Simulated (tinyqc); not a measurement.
Extrapolating accelerated tests: lateral field, substrate current, probability of reaching the oxide barrier and hot-carrier lifetime of a silicon transistor (pseudo-two-dimensional and lucky-electron models). Computed by tinyqc, a small Python program. Command: `OMP_NUM_THREADS=1 python tinyqc.py 3027177 3027178 out.jsonl hotcar walk`. One thread of a shared host (Intel(R) Xeon(R) Processor @ 2.30GHz), about 0.01 s of CPU time with the checks.

Local-field models: a lucky carrier gains its energy at the peak field over a path free of collisions. Voltages are magnitudes.

Inputs (values chosen for the exercise, modelled on a silicon n-channel): channel length L = 270 nm; oxide thickness t = 5.2 nm; junction depth x_j = 72 nm; mobility mu = 330 cm^2/(V s); saturation velocity v_s = 0.88 1e7 cm/s; threshold voltage V_T = 0.36 V; gate voltage V_G = 1.3 V; drain voltage V_D = 3.3 V; ionisation prefactor A_i = 1.9e+06 1/cm; ionisation field B_i = 1.64 MV/cm; hot-carrier mean free path lambda = 8.5 nm; oxide barrier phi_b = 3.1 eV; interface-trap threshold phi_it = 3.8 eV; lifetime constant H = 20 s microampere/micrometre; length of the depleted extension L_n = 32 nm.

Drain: lightly doped extension.

Constants: eps_0 = 8.8541878128e-12 F/m.

Method:
- C_ox = 3.9 eps_0/t; F_sat = 2 v_s/mu; V_Dsat = V_ov F_sat L/(V_ov + F_sat L), V_ov = V_G - V_T; I_D/W = C_ox v_s (V_ov - V_Dsat).
- Scale length l = 0.22 t^(1/3) x_j^(1/2) (all in cm); F_m = sqrt(((V_D - V_Dsat)/l_e)^2 + F_sat^2), with l_e = l + L_n; length of the velocity-saturated region l_e ln((V_D - V_Dsat)/(l_e F_sat) + F_m/F_sat).
- Substrate current I_sub/I_D = (A_i/B_i)(V_D - V_Dsat) exp(-B_i/F_m); probability of reaching the oxide barrier exp(-phi_b/(e lambda F_m)); lifetime tau = (H/(I_D/W)) exp(phi_it/(e lambda F_m)).
- V_10 solves tau = 3.156e8 s at the given V_G. The extrapolation fits ln(tau) against 1/V_D at 1, 1.08, 1.16 and 1.25 times the given V_D (rounded to 3 digits) by least squares and reads off the same tau.

V_Dsat = 0.568739 V

Stress points:
```
V_D (V)  1/V_D (1/V)  tau (s)
3.30         0.30303    35245
3.56         0.28090    11800
3.83         0.26110     4533
4.12         0.24272     1900
```

ten-year drain voltage V_10 = 2.1305 V

V_10 from the 1/V_D extrapolation = 2.0360 V

The extrapolation is 95 mV below the true value: ln(tau) is nearly linear in 1/(V_D - V_Dsat), not in 1/V_D, so the straight line errs on the safe side when one extrapolates down. At V_10 the available energy e V_D is below phi_it, so the model understates the lifetime there.

Extremes, crossings and ranges named in words are read from the listed rows.
